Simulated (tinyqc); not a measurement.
Luttinger-Kohn k.p, four valence bands, step by step. Computed by tinyqc, a small Python program that keeps every step. Settings: g1 = 9.31, g2 = 2.81, g3 = 3.52. Command: `OMP_NUM_THREADS=1 python tinyqc.py 28738 28739 out.jsonl` (the two numbers bound the seeds that draw the settings). One thread of a shared host (Intel(R) Xeon(R) Processor @ 2.60GHz), about 0.01 s of CPU time with the checks.

## Bloch Hamiltonian at k

Luttinger parameters chosen for this model; energies are counted downward from the top of the valence band:
```
parameter     value  unit
g1         9.310000
g2         2.810000
g3         3.520000
```

k point k (1/angstrom): -0.0410  0.0070  0.0180

P = c g1 k^2, Q = c g2 (kx^2 + ky^2 - 2 kz^2), R = c sqrt3 [-g2 (kx^2 - ky^2) + 2i g3 kx ky], S = 2 c sqrt3 g3 (kx - i ky) kz, c = hbar^2/2m = 3.809982 eV angstrom^2; rows [P+Q, -S, R, 0], [-S*, P-Q, 0, R], [R*, 0, P-Q, S], [0, R*, S*, P+Q]. The path ends lie at |k| = 0.05 1/angstrom.

H(k) at k (eV):
```
                  3/2              1/2             -1/2             -3/2
3/2            0.0844   0.0343+0.0059i  -0.0303-0.0133i           0.0000
1/2    0.0343-0.0059i           0.0613           0.0000  -0.0303-0.0133i
-1/2  -0.0303+0.0133i           0.0000           0.0613  -0.0343-0.0059i
-3/2           0.0000  -0.0303+0.0133i  -0.0343+0.0059i           0.0844
```

## Levels at k

Diagonalise the Hermitian matrix.

eigenvalues (eV): 0.0235  0.0235  0.1222  0.1222

## Bands along a path

The same steps at evenly spaced points between the labelled ones.

Bands along the path (eV):
```
k             band 1  band 2  band 3  band 4
[111]         0.0216  0.0216  0.1557  0.1557
[111]-G 0.33  0.0096  0.0096  0.0692  0.0692
[111]-G 0.67  0.0024  0.0024  0.0173  0.0173
G             0.0000  0.0000  0.0000  0.0000
G-[100] 0.33  0.0039  0.0039  0.0158  0.0158
G-[100] 0.67  0.0156  0.0156  0.0632  0.0632
[100]         0.0351  0.0351  0.1422  0.1422
```

## Hole masses

E = c [g1 k^2 -/+ 2 sqrt(g2^2 k^4 + 3 (g3^2 - g2^2)(kx^2 ky^2 + ky^2 kz^2 + kz^2 kx^2))] with c = hbar^2/2m, and m* = hbar^2 k^2 / (2 E).

Masses (electron masses):
```
direction   heavy   light
[100]      0.2710  0.0670
[110]      0.3851  0.0624
[111]      0.4405  0.0612
```
